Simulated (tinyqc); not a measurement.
The first four gaps: longitudinal sound in a periodic multilayer: transfer matrices, stop bands and folded phonons. Computed by tinyqc, a small Python program. Command: `OMP_NUM_THREADS=1 python tinyqc.py 3007639 3007640 out.jsonl multilayer walk`. One thread of a shared host (Intel(R) Xeon(R) Processor @ 2.30GHz), about 0.01 s of CPU time with the checks.

Layers 1 and 2 repeat with period d = d_1 + d_2; waves travel normal to the layers, without loss. State vector (u, s): displacement u and stress divided by omega. Impedances Z = rho v are in 1e6 kg/(m^2 s).

Inputs (values chosen for the exercise, modelled on silica (layer 1), platinum (layer 2) and gallium arsenide (substrate)):

| quantity | value | unit |
|---|---|---|
| density rho_1 | 2.24 | g/cm^3 |
| velocity v_1 | 5920 | m/s |
| thickness d_1 | 2.05 | nm |
| density rho_2 | 21.2 | g/cm^3 |
| velocity v_2 | 4130 | m/s |
| thickness d_2 | 1.4 | nm |
| substrate density | 5.28 | g/cm^3 |
| substrate velocity | 4680 | m/s |

Method:
- Z = rho v; interface reflection r = (Z_2 - Z_1)/(Z_2 + Z_1) (stress amplitude, from 1 into 2); Bragg frequency f_B = 1/[2 (d_1/v_1 + d_2/v_2)]; long-wave velocity v_eff = d/sqrt[(d_1/v_1)^2 + (d_2/v_2)^2 + (Z_1/Z_2 + Z_2/Z_1)(d_1/v_1)(d_2/v_2)].
- A layer maps (u, s) by [[cos p, sin p/Z], [-Z sin p, cos p]], p = 2 pi f d_i/v_i; one period is M = M_2 M_1, and cos(q d) = trace(M)/2.
- Gap m contains m f_B; its edges, where trace(M)/2 = (-1)^m, are found by root search. Weak-contrast estimate of the width: (4 f_B/pi) |r sin(m pi a)|, a = (d_1/v_1)/(d_1/v_1 + d_2/v_2).

Bragg frequency f_B = 729.643 GHz

Z_1 = 13.2608

Z_2 = 87.556

interface reflection r = 0.736933

Stop bands (GHz):

| m | lower edge | upper edge | width | weak-contrast estimate |
|---|---|---|---|---|
| 1 | 344.8 | 1114.3 | 769.52 | 684.52 |
| 2 | 1447.9 | 1470.8 | 22.91 | 22.91 |
| 3 | 1804.5 | 2572.9 | 768.39 | 683.76 |
| 4 | 2895.8 | 2941.7 | 45.82 | 45.79 |

With a = 0.505, gap 1 is the widest and gap 2 the narrowest: the layers are near a quarter wave each at f_B, so the even gaps almost close. The weak-contrast estimate misses the first width by -11.0 % at |r| = 0.74. Odd gaps open at the edge of the folded zone (q = pi/d), even ones at its centre. Caution: at these frequencies damping, strong in glasses, and rough interfaces, both left out here, can weaken the stop bands; layers only a few atoms thick are also beyond continuum acoustics.
